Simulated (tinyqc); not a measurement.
MOSFET in the linear regime without short-channel effects, parameter extraction from computed curves: two steps of the calculation.

Inversion charge Q = Cox n Vt W0(exp((Vg - VT)/(n Vt))), W0 the Lambert function and n = nf; u = Q/Cox; mobility mu = mu0/(1 + th1 u + th2 u^2); channel resistance Rch = (L - dL)/(W mu Q); Id = Vd/(Rch + Rsd/W). Cox = eps0 eox/tox. Small Vd, no channel-length or drain effects.

Inputs (values chosen for the exercise); channel values of the order met in silicon transistors:
```
symbol  value        unit                                                                 meaning
eox      25.5              relative permittivity of the gate insulator (close to zirconium oxide)
tox       3.6          nm                                                     insulator thickness
mu0       190  cm^2/(V s)                                                      low-field mobility
th2         0       1/V^2                                      second mobility attenuation factor
VT       0.57           V                                                       threshold voltage
W           1          um                                                              gate width
L        0.37          um                                                       drawn gate length
dL      0.015          um                                             drawn less effective length
Vd      0.025           V                                                           drain voltage
```

Constants: eps0 = 8.8541878128e-14 F/cm where lengths are in cm. Results are converted to the units shown.

Question 1. Threshold and mobility at the peak transconductance. gm_i = (Id_(i+1) - Id_(i-1))/(Vg_(i+1) - Vg_(i-1)); at the point j of largest gm the tangent meets the axis at V_ext = Vg_j - Id_j/gm_j; field-effect mobility gm_j L/(W Cox Vd) with the drawn L.

| point | Vg (V) | Id (uA) |
|---|---|---|
| 0 | 0.27 | 0.0017176587 |
| 1 | 0.42 | 0.073878534 |
| 2 | 0.57 | 1.8428437 |
| 3 | 0.72 | 8.2478163 |
| 4 | 0.87 | 15.544259 |
| 5 | 1.02 | 21.991658 |
| 6 | 1.17 | 27.446910 |
| 7 | 1.32 | 32.044499 |
| 8 | 1.47 | 35.942543 |

Give: gm; j; V_ext; field-effect mobility.

Answer 1.

| point | gm (uS) |
|---|---|
| 1 | 6.1371 |
| 2 | 27.246 |
| 3 | 45.671 |
| 4 | 45.813 |
| 5 | 39.676 |
| 6 | 33.509 |
| 7 | 28.319 |

j = 4
V_ext = 0.53070 V
field-effect mobility = 108.11 cm^2/(V s)

V_ext is 39 mV below the model VT, and the mobility so found is 45 % below mu0 L/(L - dL) = 198 cm^2/(V s), the value for the drawn L; attenuation, series resistance and the slow approach of Q to a straight line all lower the peak gm.

Question 2. The Y function. Y_i = Id_i/sqrt(gm_i). For Id = beta Vd x/(1 + th x), x = Vg - VT, Y = sqrt(beta Vd) x whatever th. Slope s from points 4 and 7; VT_Y = Vg - Y/s at point 7; beta = s^2/Vd; mobility beta L/(W Cox) with the drawn L; th* = (beta Vd x/Id - 1)/x at point 7.

| point | Vg (V) | Id (uA) |
|---|---|---|
| 0 | 0.27 | 0.0017176587 |
| 1 | 0.42 | 0.073878534 |
| 2 | 0.57 | 1.8428437 |
| 3 | 0.72 | 8.2478163 |
| 4 | 0.87 | 15.544259 |
| 5 | 1.02 | 21.991658 |
| 6 | 1.17 | 27.446910 |
| 7 | 1.32 | 32.044499 |
| 8 | 1.47 | 35.942543 |

| point | gm (uS) |
|---|---|
| 1 | 6.1370869 |
| 2 | 27.246459 |
| 3 | 45.671386 |
| 4 | 45.812805 |
| 5 | 39.675503 |
| 6 | 33.509472 |
| 7 | 28.318777 |

Give: Y; s; VT_Y; beta; mobility from Y; th*.

Answer 2.

| point | Y (uA^0.5 V^0.5) |
|---|---|
| 1 | 0.02982 |
| 2 | 0.3530 |
| 3 | 1.220 |
| 4 | 2.297 |
| 5 | 3.491 |
| 6 | 4.741 |
| 7 | 6.022 |

s = 8.278 uA^0.5 V^-0.5
VT_Y = 0.5926 V
beta = 2741 uA/V^2
mobility from Y = 161.7 cm^2/(V s)
th* = 0.7637 1/V

The mobility from Y is 18 % below mu0 L/(L - dL) = 198 cm^2/(V s), which it should reach in deep inversion when th2 = 0.

tinyqc, about 0.01 s, one thread, Intel Xeon 2.30GHz (shared host): `OMP_NUM_THREADS=1 python tinyqc.py 2210039 2210040 out.jsonl`
